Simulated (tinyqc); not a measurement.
Which roughness does what: X-ray reflectivity of a thin film on silicon: critical angles, Parratt recursion, fringes and roughness. Computed by tinyqc, a small Python program. Command: `OMP_NUM_THREADS=1 python tinyqc.py 3121223 3121224 out.jsonl xrr walk`. One thread of a shared host (Intel(R) Xeon(R) Processor @ 2.30GHz), about 0.01 s of CPU time with the checks.

n = 1 - delta + i beta; the classical electron radius is r_e = 2.8179403e-6 nm. Layer 0 is vacuum, 1 the film, 2 the substrate.

Inputs (values chosen for the exercise, modelled on ruthenium on silicon, copper K-alpha radiation):

| quantity | value | unit |
|---|---|---|
| wavelength lambda | 0.15406 | nm |
| film density rho | 11.9 | g/cm^3 |
| effective electrons per unit mass, film | 0.435 | mol/g |
| beta/delta, film | 0.083 | - |
| film thickness d | 34.9 | nm |
| roughness of the surface sigma_1 | 1.1 | nm |
| roughness of the interface sigma_2 | 0.64 | nm |
| substrate density | 2.33 | g/cm^3 |
| effective electrons per unit mass, substrate | 0.507 | mol/g |
| beta/delta, substrate | 0.023 | - |
| grazing angle theta | 1.13 | degrees |

Constants: N_A = 6.02214076e+23 1/mol.

Method:
- delta = r_e lambda^2 rho_e/(2 pi), rho_e = density x electrons per mass x N_A; critical angle sqrt(2 delta), q_c = 4 sqrt(pi r_e rho_e).
- k_j = (2 pi/lambda) sqrt(sin^2 theta - 2 delta_j + 2 i beta_j); r_ij = (k_i - k_j)/(k_i + k_j) x exp(-2 k_i k_j sigma^2) (Nevot-Croce); r = (r_01 + r_12 p)/(1 + r_01 r_12 p), p = exp(2 i k_1 d); R = |r|^2.
- Far above the critical angle the period is d theta = lambda/(2 d), or 2 pi/d in q; the envelope runs between (|r_01| - |r_12 p|)^2 and (|r_01| + |r_12 p|)^2; contrast = 2 a b/(a^2 + b^2) with a = |r_01|, b = |r_12 p|; roughness factors on the amplitudes are about exp(-q^2 sigma^2/2).
- R is averaged over one period above each angle (64 points); contrast = (max - min)/(max + min) of R theta^4 over that period. Cases: smooth; only sigma_1; only sigma_2; both.

period in theta = 0.126461 degrees

Constants:

| layer | rho_e (1/nm^3) | delta | beta | critical angle (degrees) | q_c (1/nm) |
|---|---|---|---|---|---|
| film | 3117.36 | 3.31832e-05 | 2.75421e-06 | 0.466764 | 0.664499 |
| substrate | 711.40 | 7.57263e-06 | 1.74170e-07 | 0.222977 | 0.317437 |

Mean R and contrast:

| theta (degrees) | R smooth | contrast | R, sigma_1 | contrast, sigma_1 | R, sigma_2 | contrast, sigma_2 | R, both | contrast, both |
|---|---|---|---|---|---|---|---|---|
| 0.8 | 9.2445e-03 | 0.74129 | 3.2811e-03 | 0.99991 | 8.7085e-03 | 0.61563 | 2.7169e-03 | 0.97268 |
| 1.2 | 1.6803e-03 | 0.82595 | 4.0417e-04 | 0.58566 | 1.4309e-03 | 0.53644 | 1.3953e-04 | 0.85852 |
| 1.8 | 3.5171e-04 | 0.88551 | 9.7372e-05 | 0.06093 | 2.6696e-04 | 0.29757 | 6.1164e-06 | 0.19285 |
| 2.5 | 1.0500e-04 | 0.91352 | 3.0309e-05 | 0.00661 | 7.2430e-05 | 0.09447 | 1.4927e-07 | 0.25535 |
| 3.5 | 2.8224e-05 | 0.93017 | 8.8096e-06 | 0.00386 | 1.8951e-05 | 0.00823 | 2.7376e-10 | 0.34817 |

At 2.5 degrees sigma_1 alone multiplies the mean R by 0.29 and sigma_2 alone by 0.69; the contrast goes from 0.91 (smooth) to 0.01 and 0.09.
